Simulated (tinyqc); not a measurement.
Undoped gate-all-around wire MOSFET, analytic charge model: one step of the calculation.

An undoped round wire of radius R under an insulator shell and a surrounding gate; long channel, electrons only, n = ni exp((psi - V)/Vt) with V the quasi-Fermi potential (0 at the source, Vd at the drain), constant mobility, no quantisation. The radial Poisson equation gives n(r) = n(0)/(1 - (1 - b) r^2/R^2)^2 with b = Q0/(Q + Q0). Q is the electron charge per area of the wire surface.

Question. Drain current and line charge. Q solves Vg - V0 - V = Q/Cox + Vt ln(Q/Q0) + Vt ln(1 + Q/Q0). I = mu (2 pi R/L)[2 Vt (Qs - Qd) + (Qs^2 - Qd^2)/(2 Cox) + Vt Q0 ln((Qd + Q0)/(Qs + Q0))], with Qs at V = 0 and Qd at V = Vd. Electrons per length at the source: 2 pi R Qs/q; surface over centre density: (1 + Qs/Q0)^2.

Inputs (values chosen for the exercise); material values close to those of silicon:
```
symbol  value        unit           meaning
T         300           K       temperature
R           6          nm       wire radius
mu        250  cm^2/(V s)  channel mobility
L         0.1          um       gate length
Vd        0.1           V     drain voltage
```

Constants: q = 1.602176634e-19 C, kB = 1.380649e-23 J/K, Vt = kB T/q. Results are converted to the units shown.

Qs = 147.39674 nC/cm^2
Qd = 15.352363 nC/cm^2
Cox = 4.7131771 uF/cm^2
Q0 = 177.01481 nC/cm^2

Give: first term; second term; third term; I; electrons per length; surface over centre density.

Answer.

first term = 0.64345 uA
second term = 0.21487 uA
third term = -0.22540 uA
I = 0.63292 uA
electrons per length = 0.34682 1/nm
surface over centre density = 3.3587

The square-law term makes up 33.9 % of the current.

Computed by the program tinyqc: `OMP_NUM_THREADS=1 python tinyqc.py 2460114 2460115 out.jsonl`, one thread of a shared Intel Xeon 2.30GHz, about 0.03 s for the whole run.
